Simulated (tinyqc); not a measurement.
Kinetic Monte Carlo and master equation for a particle on a ring of sites with traps and bias: one step, computed by the program tinyqc. Command: `OMP_NUM_THREADS=1 python tinyqc.py 3000868 3000869 out.jsonl kmc walk`. One thread of a shared host (Intel(R) Xeon(R) Processor @ 2.30GHz), about 0.07 s of CPU time with the checks.

8 sites on a ring, numbered 1 to 8. The saddle between i and i+1 lies at E0 + s b_i and site i at s eps_i; a force F tilts the landscape, with the saddle half-way.

Question. Rate table. Rates: k(i to i+1) = nu exp(-(E0 + s b_i - s eps_i - F a/2)/(k_B T)), k(i to i-1) = nu exp(-(E0 + s b_(i-1) - s eps_i + F a/2)/(k_B T)). Share right = k right/(k right + k left); mean stay = 1/(k right + k left).

Inputs (values chosen for the exercise, for a model defect):
```
quantity                         value         unit
reference barrier E0              0.49           eV
scale factor s of the disorder       1            -
attempt frequency nu               5.5          THz
temperature T                      300            K
site spacing a                     3.3     angstrom
force F along the ring          0.0026  eV/angstrom
```

Disorder: random barriers.

site energies eps_i (eV): 0  0  0  0  0  0  0  0

saddle shifts b_i between sites i and i+1 (eV): 0.026  -0.028  0.022  0.027  0.0086  -0.035  0.014  0.0088

Constants: k_B = 8.617333262e-05 eV/K.

Give: Rates, shares of right hops and mean stays.

Answer.

Rates, shares of right hops and mean stays:
```
site  k right (1/s)  k left (1/s)  share right  mean stay (s)
1        1.3932e+04    1.9446e+04      0.41740     2.9960e-05
2        1.1251e+05    9.9971e+03      0.91839     8.1631e-06
3        1.6263e+04    8.0730e+04      0.16767     1.0310e-05
4        1.3403e+04    1.1670e+04      0.53456     3.9883e-05
5        2.7310e+04    9.6178e+03      0.73955     2.7080e-05
6        1.4749e+05    1.9597e+04      0.88272     5.9849e-06
7        2.2162e+04    1.0584e+05      0.17314     7.8127e-06
8        2.7099e+04    1.5903e+04      0.63019     2.3255e-05
```

The particle stays longest on site 4, 6.7 times as long as on the quickest site.
